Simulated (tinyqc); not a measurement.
# Transfer length from front and end resistance

Question. A contact of length d and width W has Rc = (Rsh Lt/W) coth(d/Lt) and Re = (Rsh Lt/W)/sinh(d/Lt), with Rsh the sheet resistance under the metal and Lt = sqrt(rc/Rsh). Find Lt, Rsh and rc.

Parameters, values chosen for the exercise:
```
symbol  value  unit         meaning
d        0.35    um  contact length
W          35    um   contact width
```

Rc = 22.814841 ohm
Re = 8.7427309 ohm

Solution. Rc/Re = cosh(d/Lt) gives Lt, and Re then gives Rsh.

Lt = 0.2169 um
Rsh = 3400 ohm/sq
rc = 1.600e-6 ohm cm^2

Program tinyqc, `OMP_NUM_THREADS=1 python tinyqc.py 2760044 2760045 out.jsonl`; Intel Xeon 2.30GHz, shared host, one thread, about 0.01 s.
